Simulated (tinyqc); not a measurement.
Interpolating the pair or each band alone: Wannier functions of a composite (isolated) pair of valence bands (bonds of an sp chain).

Each atom has a hybrid pointing left (<) and right (>). H(k): diagonal +V3 on A, -V3 on B; <A<|A>> = -V1a, <B<|B>> = -V1b, <A>|B<> = -V2, <B>|A<> = -V2p exp(ik); k in 1/a, Bloch sums with exp(ikR). The two lowest bands are filled. Trial functions in cell 0: g1 = cos(c) A> + sin(c) B<, and g2 = sin(c) B> + cos(c) A< of cell 1, whose Bloch vector has cos(c) exp(-ik) on A<. Projection A_mn = <psi_m|g_n>, S = A^+ A, Loewdin U = A S^(-1/2), Bloch-like states w_n = sum_m psi_m U_mn, H_W(k) = U^+ diag(E) U. P = sum_m |psi_m><psi_m| is free of phase choices, and S = g^+ P g, w = P g S^(-1/2).

Values chosen for the exercise:
- V2 = 4.25 eV (coupling in the bond A-B inside the cell)
- V2p = 3.78 eV (coupling in the bond to the next cell)
- V1a = 1.03 eV (coupling of the two hybrids on A)
- V1b = 1.57 eV (the same on B)
- V3 = 0 eV (A at +V3, B at -V3)
- c = 65 degrees (trial bonds cos(c) on A, sin(c) on B)

Largest error on 25 points from 0 to pi. Pair: diagonalise the Hermitian part of sum_R exp(ikR) H(R) over the N cells nearest the origin, with H(R) the mean of exp(-ikR) H_W(k) on the mesh k = 2 pi j/N. Alone: the cosine series of each sorted band on the same mesh.

Errors (meV):

| N | pair | each band alone |
|---|---|---|
| 3 | 21.45139 | 153.48554 |
| 4 | 5.84930 | 35.85220 |
| 5 | 1.14473 | 48.71772 |
| 6 | 0.27888 | 11.43454 |
| 8 | 0.02056 | 4.42988 |
| 10 | 0.00152 | 2.03281 |
| 14 | 0.00001 | 0.42470 |

smallest spacing of the two filled bands = 0.7159 eV

What does the comparison show, and why?

At N = 6 the pair errs by 0.28 meV and the single bands by 11; at N = 10, 0.0015 against 2.0. Both fall exponentially: the pair at a rate tied to the gap to the empty bands (5.41 eV), the single bands at a slower one tied to their own spacing (0.716 eV at the closest). Not every column falls at every step, since even meshes hold k = pi and odd ones do not.

Run: tinyqc, `OMP_NUM_THREADS=1 python tinyqc.py 1480688 1480689 out.jsonl`; Intel(R) Xeon(R) Processor @ 2.30GHz, one thread, shared host; about 0.2 s of CPU time with all checks.
